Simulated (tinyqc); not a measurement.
Planar ballistic transistor, top-of-the-barrier model: transfer curve.

At the top of the source barrier, states moving towards the drain are filled by the source (Fermi level 0) and states moving back by the drain (Fermi level -q Vd); nothing scatters. U is the shift of the band edge there, set by the capacitances CG, CD and CS (the total) and by the charge. Parabolic two-dimensional band; the source is grounded.

N0 = gv m kB T/(pi hbar^2), CG = eps0 eox/tox, vT = sqrt(2 kB T/(pi m)), CS = CG/aG, n0 = n at U = 0 and Vd = 0. eta1 = -(E0 + U)/Vt, eta2 = eta1 - Vd/Vt, n = (N0/2)[F_0(eta1) + F_0(eta2)], F_0(x) = ln(1 + exp x). U = UL + q (n - n0)/CS with UL = -(aG Vg + aD Vd), energies in eV. I = q (N0/2) vT [F_(1/2)(eta1) - F_(1/2)(eta2)] per width, F_(1/2)(x) = (2/sqrt(pi)) int_0^infinity u^(1/2)/(1 + exp(u - x)) du. CQ = (q/Vt) dn/d(eta1).

Values chosen for this exercise; mass and valleys close to those of a monolayer dichalcogenide:
- T = 200 K (temperature)
- m = 0.481 m0 (effective mass)
- gv = 2 (valley degeneracy)
- eox = 22 (relative permittivity of the gate insulator)
- tox = 1.5 nm (insulator thickness)
- aG = 0.76 (gate control CG/CS)
- aD = 0.047 (drain control CD/CS)
- E0 = 0.29 eV (band edge at the barrier top above the source Fermi level at zero bias)
- Vd = 0.2 V (drain voltage)

Constants: q = 1.602176634e-19 C, kB = 1.380649e-23 J/K, hbar = 1.054571817e-34 J s, m0 = 9.1093837015e-31 kg, Vt = kB T/q, eps0 = 8.8541878128e-14 F/cm where lengths are in cm. Results are converted to the units shown.

Transfer curve:

| Vg (V) | eta1 | n (cm^-2) | I (uA/um) | mean velocity I/(q n) (cm/s) | CQ/CS |
|---|---|---|---|---|---|
| 0 | -16.281 | 2.9420e5 | 2.9855e-5 | 6.3339e6 | 1.6006e-7 |
| 0.12 | -10.990 | 5.8447e7 | 0.0059312 | 6.3339e6 | 3.1798e-5 |
| 0.25 | -5.2665 | 1.7828e10 | 1.8105 | 6.3387e6 | 0.0096744 |
| 0.38 | -0.45203 | 1.7054e12 | 185.76 | 6.7985e6 | 0.73267 |
| 0.5 | 1.9095 | 7.0911e12 | 946.34 | 8.3296e6 | 1.6410 |
| 0.62 | 3.8202 | 1.3306e13 | 2151.8 | 1.0094e7 | 1.8444 |
| 0.75 | 5.8184 | 2.0170e13 | 3848.9 | 1.1911e7 | 1.8842 |
| 0.88 | 7.7955 | 2.7073e13 | 5865.0 | 1.3522e7 | 1.9241 |
| 1 | 9.5649 | 3.3547e13 | 7883.1 | 1.4667e7 | 2.1008 |

The current rises from 2.99e-5 to 7880 uA/um. Between the first two rows the swing is 52.2 mV a decade, against Vt ln 10/aG = 52.2. CQ/CS goes from 1.6e-7 to 2.1, so a volt on the gate moves the band edge by 0.76 eV in the first row and 0.25 eV in the last: the gate charge is limited by the insulator. The mean velocity rises from 6.33e6 to 1.47e7 cm/s.

Computed by the program tinyqc: `OMP_NUM_THREADS=1 python tinyqc.py 2400109 2400110 out.jsonl`, one thread of a shared Intel Xeon 2.30GHz, about 0.01 s for the whole run.
